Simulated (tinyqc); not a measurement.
Ellipsometry and reflectance of a transparent film on an absorbing substrate: two steps of the calculation.

Air (index 1), film, substrate with N2 = n2 - i k2; time factor exp(+i w t). q_j = sqrt(N_j^2 - sin^2 th), root with positive real part. Fresnel coefficients r_s = (q_a - q_b)/(q_a + q_b), r_p = (N_b^2 q_a - N_a^2 q_b)/(N_b^2 q_a + N_a^2 q_b). tan(Psi) exp(i Delta) = R_p/R_s, Delta taken from 0 to 360 degrees.

Inputs (values chosen for the exercise); indices close to those of aluminium oxide on silicon: wavelength lam = 632.8 nm; angle of incidence th = 70 degrees; index of the transparent film n1 = 1.668; film thickness d = 11 nm; index of the substrate n2 = 3.882; extinction coefficient of the substrate k2 = 0.019.

Question 1. Interface coefficients and thickness period. q0, q1, q2 and the coefficients r01 and r12 for p and s; the results repeat in d with the period lam/(2 q1).

Give: q0; q1; q2; r01,p; r01,s; r12,p; r12,s; period.

Answer 1.

q0 = 0.3420
q1 = 1.378
q2 = 3.767-0.020i
r01,p = -0.1831
r01,s = -0.6023
r12,p = 0.3293-0.0020i
r12,s = -0.4643+0.0020i
period = 229.6 nm

Question 2. Psi, Delta and reflectances. beta = 2 pi d q1/lam, X = exp(-2 i beta), R = (r01 + r12 X)/(1 + r01 r12 X) for p and s.

q1 = 1.3781153
r01,p = -0.18308800
r01,s = -0.60233347
r12,p = 0.32927099-0.00204606i
r12,s = -0.46426275+0.00203920i

Wanted: beta; X; R_p; R_s; Psi; Delta; |R_p|^2; |R_s|^2.

Answer 2.

beta = 0.1505 rad
X = 0.9550-0.2965i
R_p = 0.1366-0.1083i
R_s = -0.8287+0.0552i
Psi = 11.86 degrees
Delta = 145.4 degrees
|R_p|^2 = 0.03040
|R_s|^2 = 0.6898

The bare substrate gives Psi = 10.57 and Delta = 179.23 degrees.

Program tinyqc, `OMP_NUM_THREADS=1 python tinyqc.py 2870112 2870113 out.jsonl`; Intel Xeon 2.30GHz, shared host, one thread, about 0.01 s.
